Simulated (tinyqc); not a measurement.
Plane-wave Kohn-Sham cycle with exchange-only LDA in a layered model solid, step by step. One step of it, computed by the program tinyqc.

Task: Iteration 1: potential. V_H(G) = 4 pi rho(G)/G^2 for G != 0 (uniform background); v_x = -(3 rho/pi)^(1/3); V = V_ext + V_H + v_x; Fourier components f(G_m) = (1/N) sum_j f(x_j) exp(-i G_m x_j).

A solid whose potential varies along x alone (atomic units):
```
parameter                      value
period a                   10.500000
cross-section of the cell  21.000000
electrons per cell                 2
grid points                       16
plane waves -n..n, n               3
k points                           2
V1 in V1 cos(2 pi x/a)     -0.450000
```

density at the start, on the grid x_j = j a/N (e/bohr^3): [0.00907029, 0.00907029, 0.00907029, 0.00907029, 0.00907029, 0.00907029, 0.00907029, 0.00907029, 0.00907029, 0.00907029, 0.00907029, 0.00907029, 0.00907029, 0.00907029, 0.00907029, 0.00907029]

Give: Potentials on the grid; V(G_m), m = 0, 1, 2, ....

Result:

Potentials on the grid (hartree):
```
x         V_ext     V_H      v_x        V
0.0000  -0.4500  0.0000  -0.2054  -0.6554
0.6562  -0.4157  0.0000  -0.2054  -0.6211
1.3125  -0.3182  0.0000  -0.2054  -0.5236
1.9688  -0.1722  0.0000  -0.2054  -0.3776
2.6250        0  0.0000  -0.2054  -0.2054
3.2812   0.1722  0.0000  -0.2054  -0.0332
3.9375   0.3182  0.0000  -0.2054   0.1128
4.5938   0.4157  0.0000  -0.2054   0.2104
5.2500   0.4500  0.0000  -0.2054   0.2446
5.9062   0.4157  0.0000  -0.2054   0.2104
6.5625   0.3182  0.0000  -0.2054   0.1128
7.2188   0.1722  0.0000  -0.2054  -0.0332
7.8750        0  0.0000  -0.2054  -0.2054
8.5312  -0.1722  0.0000  -0.2054  -0.3776
9.1875  -0.3182  0.0000  -0.2054  -0.5236
9.8438  -0.4157  0.0000  -0.2054  -0.6211
```

V(G_m), m = 0, 1, 2, ... (hartree): [-0.2054, -0.2250, 0.0000, 0.0000, 0.0000, 0.0000, 0.0000]
